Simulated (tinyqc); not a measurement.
Worked calculation: configuration-coordinate model of carrier capture at a defect. Values are carried at full precision from step to step, so a last printed digit may differ when a step is redone from the rounded ones.

Two parabolas of equal curvature k in one coordinate Q: with the carrier free at the band edge, U_f = k Q^2/2; with the carrier trapped, U_t = k (Q - dQ)^2/2 - ET. ER = k dQ^2/2, Huang-Rhys factor S = ER/hw, hw = 0.0646541 sqrt(k/M) eV for k in eV/angstrom^2 and M in u. The curves cross at a height Eb = (ER - ET)^2/(4 ER) above the free minimum.

Constants: kB = 8.617333262e-05 eV/K.

Values chosen for the exercise (of the size met at a vacancy centre in SiC; not measured data): ET = 0.8 eV (thermal depth of the level below the band edge); ER = 0.23 eV (relaxation energy); hw = 0.06 eV (phonon energy of the mode); M = 28 u (mass of the mode); T = 200 K (temperature); nu = 1e+13 1/s (attempt rate).

## The two parabolas

Form S, k, dQ, the crossing point Qc = (ER - ET)/(k dQ), Eb, and the emission barrier Eb + ET.

S = 3.833
k = 24.1140 eV/angstrom^2
dQ = 0.1381 angstrom
Qc = -0.1711 angstrom

barriers (eV): capture 0.3532, emission 1.1532

ER < ET: the crossing lies on the far side of the free minimum (the inverted case), where tunnelling between vibrational states can matter much if Eb is well above hw.

## Optical transitions

Vertical ionisation from the trapped minimum costs ET + ER; vertical capture from the free minimum releases ET - ER (none if negative); the band has a standard deviation sqrt(S hw^2 coth(hw/2kT)) with S = ER/hw, and a full width 2.35482 times that.

energies (eV): ionisation peak 1.030, zero-phonon 0.800, emission peak 0.570

coth(hw/2kT) = 1.0635
standard deviation = 0.1211 eV
full width = 0.2853 eV

Radiative capture would peak at 0.570 eV. The optical peak exceeds the thermal depth by a factor 1.29.

## The multiphonon factor

Multiphonon factor for giving p = ET/hw phonons to the lattice: W = exp(-S (2 nb + 1)) ((nb + 1)/nb)^(p/2) I_p(x), nb = 1/(exp(hw/kT) - 1), x = 2 S sqrt(nb (nb + 1)), I_p the modified Bessel function. Classical limit: W = hw exp(-Eb/kT)/sqrt(4 pi ER kT). At T = 0: exp(-S) S^p/Gamma(p + 1).

Form p, nb, x and ln W, the classical ln W, and the capture time 1/(nu W).

p, nb, x: 13.3333  0.0317  1.3874

ln W: quantum -9.134, classical -21.804

capture time = 9.26e-10 s

The quantum factor is 3.18e+05 times the classical one at kT/hw = 0.29: nuclear tunnelling rules.

## Emission by detailed balance

For equal degeneracies and one band-edge state, emission time = capture time x exp(ET/kT).

ET/kT = 46.418
log10 of the emission time in s = 11.13

## Checks

- Ln W for the nearest whole p against the double Poisson sum over emitted and absorbed phonons: both -8.71973.

tinyqc: `OMP_NUM_THREADS=1 python tinyqc.py 1451824 1451825 out.jsonl`; about 0.01 s, one thread, shared Intel(R) Xeon(R) Processor @ 2.30GHz.
